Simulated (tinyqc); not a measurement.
Thin-film optics by transfer matrices: sweeps and comparisons. A value that a table varies takes the place of the one given here.

Indices N = n + i k. Snell: N0 sin(theta) = N_j sin(theta_j), with Im(N_j cos theta_j) >= 0. Admittance y_j = N_j cos theta_j for s and N_j/cos theta_j for p. Phase delta_j = 2 pi N_j cos theta_j d_j/lambda. Layer matrix [[cos delta, -i sin delta/y], [-i y sin delta, cos delta]], multiplied from the top down to M. (B, C) = M (1, y_sub); r = (y0 B - C)/(y0 B + C), R = |r|^2, T = 4 Re y0 Re y_sub/|y0 B + C|^2, absorbed in the films 1 - R - T.

Ellipsometry: rho = tan(Psi) exp(i Delta) = -conj(r_p/r_s) with the r of the admittance formula, Delta in 0 to 360 degrees, so that a bare dielectric at small angles gives Delta = 180.

Inputs chosen for the exercise (indices near those of resist, ARC on Al; the results hold for these values, not for the real material): lam = 633 nm (vacuum wavelength); n0 = 1 (ambient index); n = (1.608, 1.651, 1.382) (n of resist, ARC, substrate); k = (0, 0.021, 7.627) (k in the same order); d = (81.3, 71) nm (thicknesses, top first); theta = 65 degrees (angle of incidence); pol = p (polarisation).

## Swing curve: thickness of the top film

The first entry of d takes the values listed.

Stack:

| d_1 (nm) | R | T | absorbed |
|---|---|---|---|
| 81.3 | 0.7911 | 0.1499 | 0.0590 |
| 121.0 | 0.7528 | 0.1773 | 0.0698 |
| 160.7 | 0.7459 | 0.1823 | 0.0718 |
| 200.4 | 0.7809 | 0.1572 | 0.0619 |
| 240.2 | 0.8115 | 0.1352 | 0.0533 |
| 279.9 | 0.8154 | 0.1325 | 0.0522 |
| 319.6 | 0.7911 | 0.1499 | 0.0590 |
| 359.3 | 0.7528 | 0.1773 | 0.0698 |
| 399.0 | 0.7459 | 0.1823 | 0.0718 |
| 438.7 | 0.7809 | 0.1572 | 0.0619 |
| 478.4 | 0.8115 | 0.1352 | 0.0533 |
| 518.2 | 0.8153 | 0.1325 | 0.0522 |
| 557.9 | 0.7910 | 0.1499 | 0.0591 |

R swings between 0.7459 and 0.8154 on these points. The period is lambda/(2 Re(N_1 cos theta_1)) = 238.3 nm, six rows. The film does not absorb, so the swing repeats exactly. The swing ratio (max - min)/mean is 0.09.

## Angle of incidence

Both polarisations.

Stack:

| theta (degrees) | R_s | R_p | Psi | Delta |
|---|---|---|---|---|
| 0 | 0.8606 | 0.8606 | 45.00 | 180.00 |
| 15 | 0.8614 | 0.8548 | 44.89 | 181.06 |
| 30 | 0.8630 | 0.8366 | 44.56 | 185.72 |
| 45 | 0.8640 | 0.8072 | 44.03 | 198.56 |
| 55 | 0.8649 | 0.7896 | 43.69 | 215.38 |
| 60 | 0.8666 | 0.7865 | 43.61 | 227.29 |
| 65 | 0.8703 | 0.7911 | 43.63 | 241.98 |
| 70 | 0.8781 | 0.8063 | 43.78 | 259.73 |
| 75 | 0.8927 | 0.8347 | 44.04 | 280.70 |
| 80 | 0.9173 | 0.8774 | 44.36 | 304.83 |
| 85 | 0.9538 | 0.9335 | 44.69 | 331.63 |

R_s and R_p agree at normal incidence (0.8606). R_p is lowest at 60 degrees of those listed (0.7865), where R_s = 0.8666: the two are within a factor 2 of each other, so the minimum selects polarisation poorly. R_s rises steadily with the angle.

## Thickness of the antireflection layer under the resist

Light arrives at normal incidence from inside the resist, taken as the ambient with its real index n; the second entry of d takes the values listed.

Reflectance back into the resist:

| d_2 (nm) | R |
|---|---|
| 0 | 0.8675 |
| 10 | 0.8658 |
| 20 | 0.8623 |
| 30 | 0.8565 |
| 40 | 0.8483 |
| 50 | 0.8378 |
| 60 | 0.8255 |
| 80 | 0.7980 |
| 100 | 0.7723 |
| 120 | 0.7539 |

Without the layer R = 0.8675; the lowest value listed is 0.7539 at 120 nm, against a quarter wave lambda/(4 n) = 95.9 nm. A very thick layer would leave only its top interface, R = 0.0002, but k is too small for that at these thicknesses.

## Sensitivity of the reflectance

R for both polarisations. Each row changes one parameter from the base and keeps the others.

Results:

| case | R_s | R_p | T_s |
|---|---|---|---|
| base | 0.8703 | 0.7911 | 0.0887 |
| d = (86.3, 71) nm | 0.8852 | 0.7864 | 0.0785 |
| n = (1.64, 1.651, 1.382) | 0.8845 | 0.7897 | 0.0790 |
| k = (0, 0.021, 8.4) | 0.8819 | 0.8155 | 0.0769 |
| lam = 638 nm | 0.8669 | 0.7928 | 0.0915 |
| theta = 70 degrees | 0.8781 | 0.8063 | 0.0831 |

The largest shifts from the base row, up to three for each result and ties (the steps differ in size, so this ranks the rows, not the parameters). R_s: d +0.0148, n +0.0142, k +0.0115. R_p: k +0.0245, theta +0.0152, d -0.0047. T_s: k -0.0118, d -0.0101, n -0.0097.

Computed by tinyqc, a small Python program: `OMP_NUM_THREADS=1 python tinyqc.py 1682080 1682081 out.jsonl` (the numbers bound the seed that draws the inputs); one thread of a shared host (Intel(R) Xeon(R) Processor @ 2.30GHz), about 0.01 s for the whole set of steps.
